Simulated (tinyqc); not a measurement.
Carbon nanotube by zone folding, step by step. Values are carried at full precision from step to step, so a last printed digit may differ when a step is redone from the rounded ones.

Circumference C = n a1 + m a2, a = sqrt3 acc; d = a sqrt(n^2 + nm + m^2)/pi; tan(theta) = sqrt3 m/(2n + m); dR = gcd(2n + m, 2m + n); T = t1 a1 + t2 a2 with t1 = (2m + n)/dR, t2 = -(2n + m)/dR, |T| = sqrt3 pi d/dR; N = 2 (n^2 + nm + m^2)/dR hexagons a cell. On cutting line mu = 0 to N - 1 at x = k|T|/(2 pi) the phases are p1 = 2 pi (-t2 mu + m x)/N, p2 = 2 pi (t1 mu - n x)/N, and E = -/+ t |1 + exp(i p1) + exp(i p2)|.

Constants: hbar^2/2m0 = 3.80998211 eV angstrom^2.

Inputs chosen for the exercise (near those used for carbon; shifted at random, so the results belong to these values and not to a real crystal):
```
symbol  value  unit      meaning
n       10               chiral index
m       2                chiral index
acc     1.42   angstrom  bond length
t       2.63   eV        hopping
mu      40               cutting line
x       0.2              position on the line
```

## Geometry

Form d, theta, dR, t1, t2, N and |T|, and (n - m) mod 3.

d = 8.718 angstrom
theta = 8.95 degrees

dR, t1, t2, N: 2  7  -11  124

|T| = 23.719 angstrom
(n - m) mod 3 = 2

The nearest line misses K by a third of the spacing 2/d: semiconducting in zone folding; chiral, 248 atoms a cell.

## One point of one line

Form the phases and the energy.

p1, p2 (rad): 22.31544  14.08650

E of the upper band = 1.8089 eV

## Band edges

The three lowest distinct minima of E along the lines, doubled (the transition between mirror bands), against the cone: 2 t acc j/d with j = 1, 2, 4 for semiconducting and 0, 3, 3 for metallic tubes.

Transitions (eV):
```
order  zone folding    cone
1            0.8756  0.8568
2            1.6174  1.7135
3            3.5796  3.4271
```

Trigonal warping puts the first transition +2.2 % and the second -5.6 % from the cone; the two lines lie on opposite sides of K, where the contours bend oppositely. Measured optical lines also hold self-energy and exciton terms.

## Mass at the first band edge

Cone estimate: E^2 = (Eg/2)^2 + (hbar v k)^2, hbar v = 3 t acc/2, Eg = 2 t acc/d, so m/m0 = c Eg/(hbar v)^2, c = hbar^2/2m0.

hbar v = 5.6019 eV angstrom
Eg = 0.8568 eV
mass = 0.1040 m0

tinyqc: `OMP_NUM_THREADS=1 python tinyqc.py 1451222 1451223 out.jsonl`; about 0.05 s, one thread, shared Intel(R) Xeon(R) Processor @ 2.30GHz.
